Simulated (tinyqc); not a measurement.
Inside a calculation: k.p values derived from sp3s* tight binding at Gamma. Values are carried at full precision from step to step, so a last printed digit may differ when a step is redone from the rounded ones.

At Gamma the states are two-level mixtures: s-like S+ (upper) and S- (lower) from [[Esa, Vss], [Vss, Esc]], p-like P- (valence) and P+ from [[Epa, Vxx], [Vxx, Epc]], and the bare s* levels. With real k in 1/angstrom and kz = 0, the phase sums over the four bonds are g0 = 1 - (a k/4)^2/2, g1 = i a kx/4, g3 = -(a/4)^2 kx ky to second order. Each mixture is written (anion, cation) with the anion part positive. c = hbar^2/2m0. No spin-orbit coupling.

Constants: hbar^2/2m0 = 3.80998211 eV angstrom^2.

Values chosen for the exercise (near a published set for AlAs, fitted to gaps, whose masses and valley positions are rough; the results hold for these values, not for the real material):
- Esa = -7.617 eV (s level of the anion)
- Esc = -1.15 eV (s level of the cation)
- Epa = 0.99 eV (p level of the anion)
- Epc = 3.635 eV (p level of the cation)
- Vss = -6.706 eV (s-s)
- Vxx = 1.884 eV (px-px)
- a = 5.657 angstrom (lattice constant)
- Vsapc = 5.158 eV (s anion, p cation)
- Vscpa = 5.471 eV (s cation, p anion)
- Vxapc = 4.562 eV (s* anion, p cation)
- Vpaxc = 4.934 eV (p anion, s* cation)
- Exa = 7.545 eV (s* level of the anion)
- Exc = 6.659 eV (s* level of the cation)
- Vxy = 4.336 eV (px-py)

## States at Gamma

Solve the two blocks.

States:
```
state    E (eV)  anion part  cation part
S-     -11.8284     0.84685      0.53182
P-       0.0107     0.88728     -0.46123
S+       3.0614     0.53182     -0.84685
P+       4.6143     0.46123      0.88728
```

## Linear terms and the Kane energy

<s state|dH/dkx|x state> = i P with P = (a/4)(sa pc Vsapc + sc pa Vscpa), sa, sc and pa, pc being the parts of the two states; for s* on the anion P = (a/4) pc Vxapc, on the cation (a/4) pa Vpaxc. Ep = P^2/c for S+ to P-.

Couplings:
```
pair       P (eV angstrom)  E(first) - E(second) (eV)
S+ to P-           -7.6032                     3.0507
S+ to P+            0.4201                    -1.5530
S- to P-            0.8018                   -11.8390
s*a to P-          -2.9757                     7.5343
s*c to P-           6.1914                     6.6483
```

Ep = 15.173 eV

The two terms of S+ to P- have the same sign and add: S+ and P- both change sign from anion to cation. An on-site momentum element between s and p, which real atoms have, is absent from this model.

## Electron mass

m0/m = [<S+|d2H/dkx^2|S+>/2 + sum P^2/(E(S+) - E(P))]/c over P- and P+, with the direct term -(a/4)^2 sa sc Vss.

parts of m0/m: direct -1.586, from P- 4.974, from P+ -0.030

mass = 0.2978 m0

The valence band supplies 148 % of m0/m; the direct term, which stands in for the free-electron 1, is -1.59. S+ is not the lowest valley of AlAs; this is the mass of the Gamma level.

## Valence parameters L, M, N and the Luttinger values

Direct terms d0 = -(a/4)^2 pa pc Vxx, dN = -2 (a/4)^2 pa pc Vxy for P-. F = sum P^2/(E(P-) - E(s)) over S+, S-, s*a, s*c. The y state of P- couples to the z state of P+ through Q = (a/4) Vxy (pa p'c - pc p'a), primes for P+, and H1 = Q^2/(E(P-) - E(P+)). L = d0 + F, M = d0 + H1, N = dN + F + H1; g1 = -(L + 2M)/(3c), g2 = -(L - M)/(6c), g3 = -N/(6c).

d0, dN, F, Q, H1 (eV angstrom^2; Q in eV angstrom): 1.5421  7.0982  -25.8360  6.1322  -8.1682

L, M, N (eV angstrom^2): -24.294  -6.626  -26.906

g1, g2, g3: 3.285  0.773  1.177

Along [100] the masses without spin-orbit coupling are c/|L| = 0.157 (one band) and c/|M| = 0.575 (two bands).

## Checks

- Electron mass against a finite difference of the full bands: both 0.2978.
- L and M against finite differences along [100]: largest relative difference 6.4e-06.
- Lowest curvature along [111], (L + 2M + 2N)/3, against a finite difference: -30.453 against -30.452.

Run: tinyqc, `OMP_NUM_THREADS=1 python tinyqc.py 1452865 1452866 out.jsonl`; Intel(R) Xeon(R) Processor @ 2.30GHz, one thread, shared host; about 0.01 s of CPU time with all checks.
